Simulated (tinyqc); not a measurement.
Worked calculation: empirical pseudopotential in a few plane waves. One step of it, computed by the program tinyqc.

Task: Bloch Hamiltonian at G. Basis: the 15 shortest G (labels in 2 pi/a), the same at every k. H(G,G') = c |k + G|^2 delta + VS(|G-G'|^2) cos((G-G').tau) + i VA sin((G-G').tau), tau = a/8 (1,1,1); 1 Ry = 13.605693 eV.

Parameters chosen for this model: fcc lattice, atoms at +/- a/8 (1,1,1); form factors in rydberg at |G|^2 in units of (2 pi/a)^2:
```
parameter                 value      unit
a                      5.270000  angstrom
VS(3)                 -0.210000        Ry
VS(8)                  0.018000        Ry
VS(11)                 0.084000        Ry
VA(3)                  0.071000        Ry
VA(4)                  0.043000        Ry
VA(11)                 0.014000        Ry
hbar^2/2m (2 pi/a)^2   5.415785        eV
```

k point G (2 pi / a): 0  0  0

Give: H(k) at G.

Result:

H(k) at G (eV), lower triangle (Hermitian):
```
                 +0+0+0           -1-1-1           -1-1+1           -1+1-1
+0+0+0           0.0000
-1-1-1   2.0203-0.6831i          16.2474
-1-1+1  -2.0203-0.6831i   0.0000+0.5850i          16.2474
-1+1-1  -2.0203-0.6831i   0.0000+0.5850i           0.2449          16.2474
-1+1+1  -2.0203+0.6831i          -0.2449   0.0000+0.5850i   0.0000+0.5850i
+1-1-1  -2.0203-0.6831i   0.0000+0.5850i           0.2449           0.2449
+1-1+1  -2.0203+0.6831i          -0.2449   0.0000+0.5850i           0.0000
+1+1-1  -2.0203+0.6831i          -0.2449           0.0000   0.0000+0.5850i
+1+1+1   2.0203+0.6831i           0.0000          -0.2449          -0.2449
-2+0+0   0.0000-0.5850i  -2.0203+0.6831i  -2.0203-0.6831i  -2.0203-0.6831i
+0-2+0   0.0000-0.5850i  -2.0203+0.6831i  -2.0203-0.6831i   0.8081-0.1347i
+0+0-2   0.0000-0.5850i  -2.0203+0.6831i   0.8081-0.1347i  -2.0203-0.6831i
+0+0+2   0.0000+0.5850i  -0.8081-0.1347i   2.0203+0.6831i  -0.8081+0.1347i
+0+2+0   0.0000+0.5850i  -0.8081-0.1347i  -0.8081+0.1347i   2.0203+0.6831i
+2+0+0   0.0000+0.5850i  -0.8081-0.1347i  -0.8081+0.1347i  -0.8081+0.1347i

                 -1+1+1           +1-1-1           +1-1+1           +1+1-1
-1+1+1          16.2474
+1-1-1           0.0000          16.2474
+1-1+1           0.2449   0.0000+0.5850i          16.2474
+1+1-1           0.2449   0.0000+0.5850i           0.2449          16.2474
+1+1+1   0.0000+0.5850i          -0.2449   0.0000+0.5850i   0.0000+0.5850i
-2+0+0   2.0203-0.6831i   0.8081-0.1347i  -0.8081-0.1347i  -0.8081-0.1347i
+0-2+0  -0.8081-0.1347i  -2.0203-0.6831i   2.0203-0.6831i  -0.8081-0.1347i
+0+0-2  -0.8081-0.1347i  -2.0203-0.6831i  -0.8081-0.1347i   2.0203-0.6831i
+0+0+2  -2.0203+0.6831i  -0.8081+0.1347i  -2.0203+0.6831i   0.8081+0.1347i
+0+2+0  -2.0203+0.6831i  -0.8081+0.1347i   0.8081+0.1347i  -2.0203+0.6831i
+2+0+0   0.8081+0.1347i   2.0203+0.6831i  -2.0203+0.6831i  -2.0203+0.6831i

                 +1+1+1   -2+0+0   +0-2+0   +0+0-2
+1+1+1          16.2474
-2+0+0  -0.8081+0.1347i  21.6631
+0-2+0  -0.8081+0.1347i   0.2449  21.6631
+0+0-2  -0.8081+0.1347i   0.2449   0.2449  21.6631
+0+0+2  -2.0203-0.6831i  -0.2449  -0.2449   0.0000
+0+2+0  -2.0203-0.6831i  -0.2449   0.0000  -0.2449
+2+0+0  -2.0203-0.6831i   0.0000  -0.2449  -0.2449

         +0+0+2   +0+2+0   +2+0+0
+0+0+2  21.6631
+0+2+0   0.2449  21.6631
+2+0+0   0.2449   0.2449  21.6631
```
